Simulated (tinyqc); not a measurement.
Chip with leakage that grows with temperature, electro-thermal loop and runaway: two steps of the calculation.

One temperature T for the device, T = T0 + Rth P(T), with P(T) = Pd + Pl (T/300 K)^2 exp[(q Ea/kB)(1/(300 K) - 1/T)]. The loop gain is Rth dP/dT; a solution is thermally stable when it is below one.

Values chosen for this exercise: ambient temperature T0 = 320 K; temperature-independent switching power Pd = 37 W; leakage power at 300 K Pl = 1.24 W; activation energy of the leakage Ea = 0.37 eV; thermal resistance Rth = 0.45 K/W.

Constants: q = 1.602176634e-19 C, kB = 1.380649e-23 J/K. Results are converted to the units shown.

Task 1. Temperature by Newton steps. P(T) = Pd + Pl (T/300 K)^2 exp[(q Ea/kB)(1/(300 K) - 1/T)]; P'(T) = (P - Pd)(2/T + q Ea/(kB T^2)); G = Rth P'; T(new) = T + (T0 + Rth P - T)/(1 - G).

T after iteration 1 = 339.67520 K

Find: P; G; T after iteration 2.

Result 1.

P = 45.46 W
G = 0.1641
T after iteration 2 = 340.6 K

Task 2. Loop gain and effective thermal resistance. P(T) = Pd + Pl (T/300 K)^2 exp[(q Ea/kB)(1/(300 K) - 1/T)]; P'(T) = (P - Pd)(2/T + q Ea/(kB T^2)); G = Rth P'. A small change of T0 changes T by 1/(1 - G) times as much.

converged T = 340.61325 K

Give: P; G; dT/dT0.

Result 2.

P = 45.81 W
G = 0.1699
dT/dT0 = 1.205

The feedback is positive: heating raises the power. A second, unstable solution lies at 434.2 K; above it the temperature runs away.

Program tinyqc, `OMP_NUM_THREADS=1 python tinyqc.py 2520054 2520055 out.jsonl`; Intel Xeon 2.30GHz, shared host, one thread, about 0.01 s.
